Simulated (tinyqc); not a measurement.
# Effect of the position of a charge sheet

One sheet of -2.4e11 cm^-2 lies at the depth x from the gate; it shifts Vfb by -(q/eps0) Q s, with s = x/e2 in layer 2 and t2/e2 + (x - t2)/e1 in layer 1, and it induces the share s/(t1/e1 + t2/e2) of its image in the semiconductor.

Inputs (values chosen for the exercise):
- t1 = 0.6 nm (thickness of layer 1, next to the semiconductor)
- e1 = 9.15 (relative permittivity of layer 1)
- t2 = 1.3 nm (thickness of layer 2, next to the gate)
- e2 = 22 (relative permittivity of layer 2)

Constants: q = 1.602176634e-19 C, eps0 = 8.8541878128e-14 F/cm where lengths are in cm. Results are converted to the units shown.

Effect of the position of a charge sheet:
```
x (nm)  shift (mV)  image in the semiconductor (%)
0                0                               0
0.24        0.4738                           8.751
0.47        0.9278                           17.14
0.71         1.402                           25.89
0.95         1.875                           34.64
1.19         2.349                           43.39
1.42         3.136                           57.92
1.66         4.275                           78.96
1.9          5.414                           100.0
```

The shift grows from 0 at the gate to 5.41 mV at the semiconductor, by 1.97 mV/nm in layer 2 and 4.75 mV/nm in layer 1, the ratio of the permittivities. A sheet between the layers has 47.4 % of its full effect.

tinyqc, about 0.01 s, one thread, Intel Xeon 2.30GHz (shared host): `OMP_NUM_THREADS=1 python tinyqc.py 2010055 2010056 out.jsonl`
